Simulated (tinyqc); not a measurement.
Worked calculation: RKS/B3LYP (VWN-RPA form) in the sto-6g basis, for Li+, spin multiplicity 1. Computed by tinyqc, a small Python program that keeps every step (integrals from PySCF). Settings: charge = 1, multiplicity = 1, basis = sto-6g, energy threshold = 1e-08, iteration cap = 60, orthogonalisation = canonical, start = core, DIIS depth = 8, DIIS from iteration = 2, method = RKS, functional = b3lyp, grid = [20, 50]. Command: `OMP_NUM_THREADS=1 python tinyqc.py 21151 21152 out.jsonl` (the two numbers bound the seeds that draw the settings). One thread of a shared host (Intel(R) Xeon(R) Processor @ 2.60GHz), about 0.3 s of CPU time with the checks. Later iterations appear only in the table of the cycle.

## One-electron integrals

Geometry (angstrom):
```
atom         x         y         z
Li    0.000000  0.000000  0.000000
```

Basis sto-6g: exponents (1/bohr^2) and contraction coefficients of normalised primitives:
```
element  l (shell)    exponent  coefficient
Li           s (1)  167.175846     0.009164
Li           s (1)   30.651508     0.049361
Li           s (1)    8.575187     0.168538
Li           s (1)    2.945808     0.370563
Li           s (1)    1.143944     0.416492
Li           s (1)    0.471139     0.130334
Li           s (2)    6.597564    -0.013253
Li           s (2)    1.305830    -0.046992
Li           s (2)    0.405851    -0.033785
Li           s (2)    0.156146     0.250242
Li           s (2)    0.067814     0.595117
Li           s (2)    0.031084     0.240706
Li           p (3)    6.597564     0.003760
Li           p (3)    1.305830     0.037679
Li           p (3)    0.405851     0.173897
Li           p (3)    0.156146     0.418036
Li           p (3)    0.067814     0.425860
Li           p (3)    0.031084     0.101708
```

Overlap, kinetic and nuclear-attraction integrals over the contracted functions; the nuclear repulsion is the sum of Za Zb / Rab.

nuclear repulsion = 0 hartree

overlap S, lower triangle:
```
           1Li 1s    1Li 2s   1Li 2px   1Li 2py   1Li 2pz
1Li 1s   1.000000
1Li 2s   0.235742  1.000000
1Li 2px  0.000000  0.000000  1.000000
1Li 2py  0.000000  0.000000  0.000000  1.000000
1Li 2pz  0.000000  0.000000  0.000000  0.000000  1.000000
```

kinetic energy T (hartree), lower triangle:
```
            1Li 1s    1Li 2s   1Li 2px   1Li 2py   1Li 2pz
1Li 1s    3.616742
1Li 2s   -0.110723  0.106524
1Li 2px   0.000000  0.000000  0.320007
1Li 2py   0.000000  0.000000  0.000000  0.320007
1Li 2pz   0.000000  0.000000  0.000000  0.000000  0.320007
```

nuclear attraction V (hartree), lower triangle:
```
            1Li 1s     1Li 2s    1Li 2px    1Li 2py    1Li 2pz
1Li 1s   -8.067144
1Li 2s   -0.828362  -1.200045
1Li 2px   0.000000   0.000000  -1.199992
1Li 2py   0.000000   0.000000   0.000000  -1.199992
1Li 2pz   0.000000   0.000000   0.000000   0.000000  -1.199992
```

core Hamiltonian H = T + V (hartree), lower triangle:
```
            1Li 1s     1Li 2s    1Li 2px    1Li 2py    1Li 2pz
1Li 1s   -4.450402
1Li 2s   -0.939085  -1.093522
1Li 2px   0.000000   0.000000  -0.879985
1Li 2py   0.000000   0.000000   0.000000  -0.879985
1Li 2pz   0.000000   0.000000   0.000000   0.000000  -0.879985
```

## Two-electron integrals

Functions are numbered as in S; the eight-fold symmetry (ij|kl) = (ji|kl) = (kl|ij) leaves the list below.

Two-electron integrals (ij|kl) in chemists' order, unique and non-zero (hartree):
```
(11|11) 1.681247   (21|11) 0.242603   (21|21) 0.044507   (22|11) 0.397190
(22|21) 0.090279   (22|22) 0.290625   (31|31) 0.009437   (32|31) 0.014261
(32|32) 0.064236   (33|11) 0.397190   (33|21) 0.090279   (33|22) 0.290625
(33|33) 0.313125   (41|41) 0.009437   (42|41) 0.014261   (42|42) 0.064236
(43|43) 0.016875   (44|11) 0.397190   (44|21) 0.090279   (44|22) 0.290625
(44|33) 0.279374   (44|44) 0.313125   (51|51) 0.009437   (52|51) 0.014261
(52|52) 0.064236   (53|53) 0.016875   (54|54) 0.016875   (55|11) 0.397190
(55|21) 0.090279   (55|22) 0.290625   (55|33) 0.279374   (55|44) 0.279374
(55|55) 0.313125
```

## Orthogonalisation

S = U s U^T; canonical form X = U s^(-1/2), so that X^T S X = 1. Each column of U has its largest component positive (the first on a tie).

eigenvalues of S: 0.764258  1.000000  1.000000  1.000000  1.235742

X:
```
                 1         2         3         4         5
1Li 1s    0.808845  0.000000  0.000000  0.000000  0.636094
1Li 2s   -0.808845  0.000000  0.000000  0.000000  0.636094
1Li 2px   0.000000  1.000000  0.000000  0.000000  0.000000
1Li 2py   0.000000  0.000000  1.000000  0.000000  0.000000
1Li 2pz   0.000000  0.000000  0.000000  1.000000  0.000000
```

Within a degenerate level the vectors are fixed only up to a rotation; this is one choice.

## Starting guess

The start is the orbitals of the core Hamiltonian; D = 2 C_occ C_occ^T.

D at the start, lower triangle:
```
            1Li 1s    1Li 2s   1Li 2px   1Li 2py   1Li 2pz
1Li 1s    2.029372
1Li 2s   -0.066986  0.002211
1Li 2px   0.000000  0.000000  0.000000
1Li 2py   0.000000  0.000000  0.000000  0.000000
1Li 2pz   0.000000  0.000000  0.000000  0.000000  0.000000
```

## Iteration 1: exchange-correlation on the grid

Becke grid with 20 radial and 50 angular points per atom, points of zero weight dropped. rho = sum D_ij phi_i phi_j; V_xc,ij = sum w v_xc phi_i phi_j plus the gradient terms; v_xc is d(rho eps)/d rho at fixed gradient. Exact exchange is left to K.

The 12 grid points with the largest w rho, of 1000 (bohr, atomic units):
```
x                  y          z         w       rho  |grad rho|^2     eps_xc       v_xc
0.348519    0.000000  -0.348519  0.015479  0.882089     22.937821  -0.691938  -0.772150
-0.348519   0.000000  -0.348519  0.015479  0.882089     22.937821  -0.691938  -0.772150
-0.348519   0.348519   0.000000  0.015479  0.882089     22.937821  -0.691938  -0.772150
0.348519    0.348519   0.000000  0.015479  0.882089     22.937821  -0.691938  -0.772150
0.000000    0.348519   0.348519  0.015479  0.882089     22.937821  -0.691938  -0.772150
0.348519    0.000000   0.348519  0.015479  0.882089     22.937821  -0.691938  -0.772150
-0.348519   0.000000   0.348519  0.015479  0.882089     22.937821  -0.691938  -0.772150
0.348519   -0.348519   0.000000  0.015479  0.882089     22.937821  -0.691938  -0.772150
0.000000   -0.348519  -0.348519  0.015479  0.882089     22.937821  -0.691938  -0.772150
-0.348519  -0.348519   0.000000  0.015479  0.882089     22.937821  -0.691938  -0.772150
0.000000    0.348519  -0.348519  0.015479  0.882089     22.937821  -0.691938  -0.772150
0.000000   -0.348519   0.348519  0.015479  0.882089     22.937821  -0.691938  -0.772150
```

electrons on the grid, sum of w rho = 1.999980

E_xc = sum of w rho eps_xc = -1.39961908 hartree

V_xc (hartree), lower triangle:
```
            1Li 1s     1Li 2s    1Li 2px    1Li 2py    1Li 2pz
1Li 1s   -0.888532
1Li 2s   -0.100097  -0.085824
1Li 2px   0.000000   0.000000  -0.085714
1Li 2py   0.000000   0.000000   0.000000  -0.085714
1Li 2pz   0.000000   0.000000   0.000000   0.000000  -0.085714
```

## Iteration 1: building the Kohn-Sham matrix

J_ij = sum D_kl (ij|kl), K_ij = sum D_kl (ik|jl); F = H + J - 0.1 K + V_xc; E = tr D H + tr D J / 2 - 0.05 tr D K + E_xc + E_nn.

Coulomb J (hartree), lower triangle:
```
           1Li 1s    1Li 2s   1Li 2px   1Li 2py   1Li 2pz
1Li 1s   3.380251
1Li 2s   0.486568  0.794593
1Li 2px  0.000000  0.000000  0.794595
1Li 2py  0.000000  0.000000  0.000000  0.794595
1Li 2pz  0.000000  0.000000  0.000000  0.000000  0.794595
```

exchange K (hartree), lower triangle:
```
           1Li 1s    1Li 2s   1Li 2px   1Li 2py   1Li 2pz
1Li 1s   3.379471
1Li 2s   0.462943  0.078870
1Li 2px  0.000000  0.000000  0.017382
1Li 2py  0.000000  0.000000  0.000000  0.017382
1Li 2pz  0.000000  0.000000  0.000000  0.000000  0.017382
```

Kohn-Sham matrix F (hartree), lower triangle:
```
            1Li 1s     1Li 2s    1Li 2px    1Li 2py    1Li 2pz
1Li 1s   -2.296630
1Li 2s   -0.598908  -0.392640
1Li 2px   0.000000   0.000000  -0.172843
1Li 2py   0.000000   0.000000   0.000000  -0.172843
1Li 2pz   0.000000   0.000000   0.000000   0.000000  -0.172843
```

total energy of this density = -7.24938532 hartree

## Iteration 1: diagonalisation and new density

Diagonalise F' = X^T F X, C = X C', fill 1 alpha and 1 beta electrons from the bottom; D = 2 C_occ C_occ^T. Each column has its largest component positive (the first on a tie).

F' = X^T F X (hartree), lower triangle:
```
           1          2          3          4          5
1  -0.975753
2   0.000000  -0.172843
3   0.000000   0.000000  -0.172843
4   0.000000   0.000000   0.000000  -0.172843
5  -0.979605   0.000000   0.000000   0.000000  -1.572774
```

orbital energies (hartree): MO1 -2.298340, MO2 -0.250186, MO3 -0.172843, MO4 -0.172843, MO5 -0.172843

coefficients C:
```
              MO1        MO2        MO3       MO4        MO5
1Li 1s   0.992572  -0.271376   0.000000  0.000000   0.000000
1Li 2s   0.029736   1.028572   0.000000  0.000000   0.000000
1Li 2px  0.000000   0.000000   0.651535  0.330557  -0.682814
1Li 2py  0.000000   0.000000   0.719927  0.014362   0.693901
1Li 2pz  0.000000   0.000000  -0.239180  0.943677   0.228620
```

D after iteration 1, lower triangle:
```
           1Li 1s    1Li 2s   1Li 2px   1Li 2py   1Li 2pz
1Li 1s   1.970400
1Li 2s   0.059031  0.001768
1Li 2px  0.000000  0.000000  0.000000
1Li 2py  0.000000  0.000000  0.000000  0.000000
1Li 2pz  0.000000  0.000000  0.000000  0.000000  0.000000
```

Within a degenerate level the vectors are fixed only up to a rotation; this is one choice.

## Iteration 2: exchange-correlation on the grid

As before.

The 12 grid points with the largest w rho, of 1000 (bohr, atomic units):
```
x                  y          z         w       rho  |grad rho|^2     eps_xc       v_xc
-0.348519   0.000000  -0.348519  0.015479  0.866627     21.753205  -0.687735  -0.768018
0.348519    0.348519   0.000000  0.015479  0.866627     21.753205  -0.687735  -0.768018
-0.348519   0.000000   0.348519  0.015479  0.866627     21.753205  -0.687735  -0.768018
0.348519    0.000000   0.348519  0.015479  0.866627     21.753205  -0.687735  -0.768018
0.000000   -0.348519  -0.348519  0.015479  0.866627     21.753205  -0.687735  -0.768018
0.000000   -0.348519   0.348519  0.015479  0.866627     21.753205  -0.687735  -0.768018
0.000000    0.348519  -0.348519  0.015479  0.866627     21.753205  -0.687735  -0.768018
0.348519    0.000000  -0.348519  0.015479  0.866627     21.753205  -0.687735  -0.768018
0.000000    0.348519   0.348519  0.015479  0.866627     21.753205  -0.687735  -0.768018
-0.348519   0.348519   0.000000  0.015479  0.866627     21.753205  -0.687735  -0.768018
-0.348519  -0.348519   0.000000  0.015479  0.866627     21.753205  -0.687735  -0.768018
0.348519   -0.348519   0.000000  0.015479  0.866627     21.753205  -0.687735  -0.768018
```

electrons on the grid, sum of w rho = 1.999981

E_xc = sum of w rho eps_xc = -1.37261360 hartree

V_xc (hartree), lower triangle:
```
            1Li 1s     1Li 2s    1Li 2px    1Li 2py    1Li 2pz
1Li 1s   -0.884421
1Li 2s   -0.100459  -0.092819
1Li 2px   0.000000   0.000000  -0.092800
1Li 2py   0.000000   0.000000   0.000000  -0.092800
1Li 2pz   0.000000   0.000000   0.000000   0.000000  -0.092800
```

## Iteration 2: building the Kohn-Sham matrix

As before.

Coulomb J (hartree), lower triangle:
```
           1Li 1s    1Li 2s   1Li 2px   1Li 2py   1Li 2pz
1Li 1s   3.342072
1Li 2s   0.483438  0.793795
1Li 2px  0.000000  0.000000  0.793796
1Li 2py  0.000000  0.000000  0.000000  0.793796
1Li 2pz  0.000000  0.000000  0.000000  0.000000  0.793796
```

exchange K (hartree), lower triangle:
```
           1Li 1s    1Li 2s   1Li 2px   1Li 2py   1Li 2pz
1Li 1s   3.341449
1Li 2s   0.504257  0.098870
1Li 2px  0.000000  0.000000  0.020392
1Li 2py  0.000000  0.000000  0.000000  0.020392
1Li 2pz  0.000000  0.000000  0.000000  0.000000  0.020392
```

Kohn-Sham matrix F (hartree), lower triangle:
```
            1Li 1s     1Li 2s    1Li 2px    1Li 2py    1Li 2pz
1Li 1s   -2.326895
1Li 2s   -0.606531  -0.402433
1Li 2px   0.000000   0.000000  -0.181027
1Li 2py   0.000000   0.000000   0.000000  -0.181027
1Li 2pz   0.000000   0.000000   0.000000   0.000000  -0.181027
```

total energy of this density = -7.26482316 hartree

## Iteration 2: diagonalisation and new density

As before.

F' = X^T F X (hartree), lower triangle:
```
           1          2          3          4          5
1  -0.991987
2   0.000000  -0.181027
3   0.000000   0.000000  -0.181027
4   0.000000   0.000000   0.000000  -0.181027
5  -0.990138   0.000000   0.000000   0.000000  -1.595151
```

orbital energies (hartree): MO1 -2.328616, MO2 -0.258521, MO3 -0.181027, MO4 -0.181027, MO5 -0.181027

coefficients C:
```
              MO1        MO2        MO3       MO4        MO5
1Li 1s   0.992590  -0.271313   0.000000  0.000000   0.000000
1Li 2s   0.029671   1.028574   0.000000  0.000000   0.000000
1Li 2px  0.000000   0.000000   0.243269  0.482281   0.841561
1Li 2py  0.000000   0.000000   0.945693  0.074924  -0.316308
1Li 2pz  0.000000   0.000000  -0.215603  0.872806  -0.437863
```

D after iteration 2, lower triangle:
```
           1Li 1s    1Li 2s   1Li 2px   1Li 2py   1Li 2pz
1Li 1s   1.970468
1Li 2s   0.058901  0.001761
1Li 2px  0.000000  0.000000  0.000000
1Li 2py  0.000000  0.000000  0.000000  0.000000
1Li 2pz  0.000000  0.000000  0.000000  0.000000  0.000000
```

Within a degenerate level the vectors are fixed only up to a rotation; this is one choice.

## Iteration 4 (converged): orbitals

converged F (hartree), lower triangle:
```
            1Li 1s     1Li 2s    1Li 2px    1Li 2py    1Li 2pz
1Li 1s   -2.326857
1Li 2s   -0.606522  -0.402417
1Li 2px   0.000000   0.000000  -0.181013
1Li 2py   0.000000   0.000000   0.000000  -0.181013
1Li 2pz   0.000000   0.000000   0.000000   0.000000  -0.181013
```

As before.

F' = X^T F X (hartree), lower triangle:
```
           1          2          3          4          5
1  -0.991962
2   0.000000  -0.181013
3   0.000000   0.000000  -0.181013
4   0.000000   0.000000   0.000000  -0.181013
5  -0.990126   0.000000   0.000000   0.000000  -1.595122
```

orbital energies (hartree): MO1 -2.328578, MO2 -0.258506, MO3 -0.181013, MO4 -0.181013, MO5 -0.181013

coefficients C:
```
              MO1        MO2        MO3       MO4        MO5
1Li 1s   0.992589  -0.271313   0.000000  0.000000   0.000000
1Li 2s   0.029671   1.028574   0.000000  0.000000   0.000000
1Li 2px  0.000000   0.000000  -0.221838  0.660647   0.717171
1Li 2py  0.000000   0.000000  -0.550862  0.521972  -0.651227
1Li 2pz  0.000000   0.000000   0.804574  0.539529  -0.248132
```

D after iteration 4, lower triangle:
```
           1Li 1s    1Li 2s   1Li 2px   1Li 2py   1Li 2pz
1Li 1s   1.970468
1Li 2s   0.058903  0.001761
1Li 2px  0.000000  0.000000  0.000000
1Li 2py  0.000000  0.000000  0.000000  0.000000
1Li 2pz  0.000000  0.000000  0.000000  0.000000  0.000000
```

Within a degenerate level the vectors are fixed only up to a rotation; this is one choice.

## Convergence

Stop when the energy changes by less than 1e-08 hartree and every element of the error matrix X^T (F D S - S D F) X is below 3e-05.

Course of the cycle:
```
iteration  E (hartree)     change  largest element of the error matrix
1          -7.24938532          -                             2.50e-01
2          -7.26482316  -1.54e-02                             2.64e-04
3          -7.26482317  -1.67e-08                             2.74e-06
4          -7.26482317  -1.80e-12                             2.57e-11
```

PySCF RKS in the same basis, fine grid = -7.26492614 hartree

Converged in 4 iterations. The coarse grid moves the energy by +1.03e-04 hartree.

## Populations

Mulliken: Z minus the diagonal of D S on the atom; Loewdin: the same with S^(1/2) D S^(1/2).

Charges (e):
```
atom  Mulliken   Loewdin
1Li   1.000000  1.000000
```
